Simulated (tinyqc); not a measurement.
The square root of alpha at three temperatures: phonon-assisted absorption at an indirect gap.

alpha(E) = sum_j A_j [N_j (E - Eg + w_j)^2 + (N_j + 1)(E - Eg - w_j)^2], each bracket counted only where its base is positive; N_j = 1/(exp(w_j/kB T) - 1). The first term absorbs a phonon and the second emits one; excitons and direct transitions are left out.

Constants: kB = 8.617333262e-05 eV/K.

Inputs chosen for the exercise (out of a larger set: loosely those of Si at room temperature; Eg is not tied to T; not measured data): Eg = 1.14 eV (indirect gap, held fixed unless listed); w = (56.1, 17.5) meV (two zone-edge phonons); A = (3600, 530) 1/(cm eV^2) (their strengths).

The gap is held fixed, so only the phonon occupations change.

sqrt(alpha) (1/cm^(1/2)):

| E - Eg (eV) | 4 K | 77 K | 300 K |
|---|---|---|---|
| -0.04 | 0.000 | 0.014 | 0.347 |
| -0.02 | 0.000 | 0.032 | 0.778 |
| 0.00 | 0.000 | 0.122 | 1.276 |
| 0.02 | 0.058 | 0.256 | 1.861 |
| 0.04 | 0.518 | 0.657 | 2.577 |
| 0.07 | 1.468 | 1.611 | 3.915 |
| 0.10 | 3.247 | 3.377 | 5.834 |
| 0.15 | 6.407 | 6.554 | 9.478 |
| 0.20 | 9.602 | 9.775 | 13.281 |
| 0.30 | 16.014 | 16.247 | 21.019 |
| 0.45 | 25.646 | 25.973 | 32.721 |
| 0.60 | 35.282 | 35.704 | 44.457 |

Below the gap only phonon absorption acts: at E - Eg = -0.02 eV sqrt(alpha) is 0.000, 0.032 and 0.778 at 4, 77 and 300 K. A straight line through the last two rows meets the axis at E - Eg = +0.0508, +0.0497 and +0.0318 eV: the intercept is roughly a weighted mean of the thresholds, not the gap, and it moves from the emission side towards Eg as the occupations grow. At the last row alpha grows by a factor 1.59 from the lowest to the highest temperature at fixed gap.

(tinyqc, `OMP_NUM_THREADS=1 python tinyqc.py 1652203 1652204 out.jsonl`, Intel(R) Xeon(R) Processor @ 2.30GHz, 1 thread, shared host, about 0.01 s.)
